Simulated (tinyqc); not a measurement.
# A spin-degenerate level with charging energy between two leads, rate equations: what changes with what

States 0, up, down and 2 with energies 0, e1 - Ez/2, e1 + Ez/2 and 2 e1 + U. mu_L = +V/2, mu_R = -V/2 (meV), f(x) = 1/(1 + exp(x/kB T)). A transition that adds one electron of given spin at the energy E has the rate G f(E - mu) from each lead, and its reverse G [1 - f(E - mu)]. I counts electrons leaving the left lead, times q.

Values chosen for this exercise:

| symbol | value | unit | meaning |
|---|---|---|---|
| U | 5.1 | meV | charging energy of the second electron |
| e1 | 0.36 | meV | level |
| GL | 0.25 | 1/ns | tunnel rate to the left lead |
| GR | 1.7 | 1/ns | tunnel rate to the right lead |
| T | 2.1 | K | temperature |
| Ez | 0 | meV | Zeeman splitting |

Constants: q = 1.602176634e-19 C, kB = 1.380649e-23 J/K, Vt = kB T/q. Results are converted to the units shown.

Each table varies one quantity; the others keep the values above.

## Current against bias

Transition energies: 0-up e1 - Ez/2, 0-down e1 + Ez/2, up-2 e1 + U + Ez/2, down-2 e1 + U - Ez/2. dp/dt = W p; W_ji is the rate from state i to j, and each column sums to zero. Steady state: W p = 0 with sum p = 1. I = q GL sum over transitions i-j of [fL p_i - (1 - fL) p_j].

Result of one run:
```
V (mV)  I (pA)  I (GL + GR)/(q GL GR)  mean number    p(2)
11.76    69.05                  1.977       0.2535  0.0148
```

What becomes of these results when the bias V is changed from 11.76 to 12.88 mV, all else the same?

Result of the changed run:
```
V (mV)  I (pA)  I (GL + GR)/(q GL GR)  mean number    p(2)
12.88    69.80                  1.999       0.2563  0.0164
```

The whole series:
```
V (mV)  I (pA)  I (GL + GR)/(q GL GR)  mean number      p(2)
0.51     21.23                 0.6080       0.1382  4.02e-15
1.63     57.60                  1.649       0.2142  9.78e-14
2.76     61.70                  1.767       0.2266  2.35e-12
3.88     61.89                  1.772       0.2272  5.20e-11
5.01     61.90                  1.773       0.2273   1.18e-9
6.13     61.90                  1.773       0.2273   2.60e-8
7.26     61.90                  1.773       0.2273   5.91e-7
8.38     61.91                  1.773       0.2273   1.30e-5
9.51     62.04                  1.777       0.2278   2.91e-4
10.63    64.16                  1.837       0.2356   4.68e-3
11.76    69.05                  1.977       0.2535    0.0148
12.88    69.80                  1.999       0.2563    0.0164
14.01    69.84                  2.000       0.2564    0.0164
```

The scaled current rises from 0.608 to 2.00. A transition enters the bias window when V = 2 |E|: at 0.720, 10.9 mV, each step a few kB T = 0.181 meV wide. With all four transitions inside, the scaled current tends to 2 and the mean number to 2 GL/(GL + GR) = 0.256; the last row has 2.00 and 0.256.

## Effect of unequal tunnel rates

Same model as above.

Here e1 = 1.275 meV, Ez = 0 and V = +/- 7.65 mV, so that only the 0-1 transitions lie in the window.

Results:
```
GR (1/ns)  I at +V (pA)  I at -V (pA)  |I(+V)/I(-V)|  (GL + 2 GR)/(2 GL + GR)
0.014            2.1820       -4.0343        0.54086                  0.54086
0.037            5.5196       -9.1482        0.60335                  0.60335
0.098            13.128       -17.602        0.74582                  0.74582
0.26             27.406       -27.050         1.0132                   1.0132
0.69             46.450       -33.911         1.3697                   1.3697
4.9              72.691       -39.058         1.8611                   1.8611
```

Estimate the missing row, GR = 1.8 1/ns.

Computed row:
```
GR (1/ns)  I at +V (pA)  I at -V (pA)  |I(+V)/I(-V)|  (GL + 2 GR)/(2 GL + GR)
1.8              62.694       -37.453         1.6739                   1.6739
```

With this row back in the table: The ratio of the two currents rises from 0.541 to 1.86 and agrees with the last column to better than 0.01 %. An empty dot can be filled with either spin but a filled one empties in one way, so I = 2 q G_in G_out/(2 G_in + G_out): the current is larger when the slower junction is the entrance.

Range of the model: Rate equations need hbar G well below kB T; cotunnelling and the Kondo effect are left out.

Program tinyqc, `OMP_NUM_THREADS=1 python tinyqc.py 2780124 2780125 out.jsonl`; Intel Xeon 2.30GHz, shared host, one thread, about 0.01 s.
